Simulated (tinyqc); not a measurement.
On-chip interconnect, size-dependent resistivity and RC delay: two steps of the calculation.

A rectangular line between two neighbours and two ground planes. Surface and grain-boundary scattering are added to the bulk resistivity as corrections; capacitances are parallel-plate values without fringing; inductance is ignored.

Inputs (values chosen for the exercise); metal values close to those of copper: bulk resistivity rho0 = 1.69 uohm cm; bulk mean free path lam = 39.8 nm; specular share of surface scattering ps = 0; reflection coefficient of grain boundaries Rg = 0.34; grain size over the metal width gr = 1; drawn line width wd = 23 nm; aspect ratio, height over width AR = 1.5; liner on both walls and the bottom, not conducting tl = 2.1 nm; space to the neighbouring lines sp = 23 nm; dielectric height to the planes above and below hd = 46 nm; relative permittivity of the dielectric ek = 2.2; Miller factor of the neighbours Mf = 0; driver resistance Rd = 570 ohm; time step dt = 0.73 ps.

Constants: eps0 = 8.8541878128e-12 F/m. Results are converted to the units shown.

Question 1. Resistivity, resistance and capacitance per length. Metal width x = wd - 2 tl, height y = AR wd - tl; grain boundaries (Mayadas-Shatzkes): al = (lam/(gr x)) Rg/(1 - Rg), g = 1/[1 - 3 al/2 + 3 al^2 - 3 al^3 ln(1 + 1/al)] - 1; surfaces (Fuchs-Sondheimer, thick limit): s = (3/8) lam (1 - ps)(1/x + 1/y); rho = rho0 (1 + g + s); r = rho/(x y); c = eps0 ek (2 wd/hd + 2 Mf AR wd/sp).

Give: x; y; al; g; s; rho; r; c.

Answer 1.

x = 18.800 nm
y = 32.400 nm
al = 1.0906
g = 1.4998
s = 1.2545
rho = 6.3448 uohm cm
r = 104.16 ohm/um
c = 0.019479 fF/um

Question 2. Node voltages after a time step. A 1 V step is applied behind Rd at t = 0. C dv/dt = -G v + b, with G the conductance matrix of the ladder (1/Rs between neighbours, 1/Rd added at node 0) and b = (1 V/Rd, 0, ...). Trapezoidal step: (C/dt + G/2) v(new) = (C/dt - G/2) v + b.

Rs = 190.96587 ohm

| node | C (fF) | v at t = 1 dt (V) |
|---|---|---|
| 0 | 0.017855945 | 1.3034471 |
| 1 | 0.035711891 | 1.0822594 |
| 2 | 0.035711891 | 0.8812930 |
| 3 | 0.035711891 | 0.6967929 |
| 4 | 0.035711891 | 0.5253118 |
| 5 | 0.035711891 | 0.3636457 |
| 6 | 1.4178559 | 0.2087742 |

Give: v at t = 2 dt.

Answer 2.

| node | v at t = 2 dt (V) |
|---|---|
| 0 | 0.30236 |
| 1 | 0.38213 |
| 2 | 0.42860 |
| 3 | 0.45014 |
| 4 | 0.45406 |
| 5 | 0.44683 |
| 6 | 0.43436 |

Range of the model: The metal width is under the mean free path, where the thick-limit surface term and the simple sum of corrections lose accuracy.

Program tinyqc, `OMP_NUM_THREADS=1 python tinyqc.py 2100057 2100058 out.jsonl`; Intel Xeon 2.30GHz, shared host, one thread, about 0.01 s.
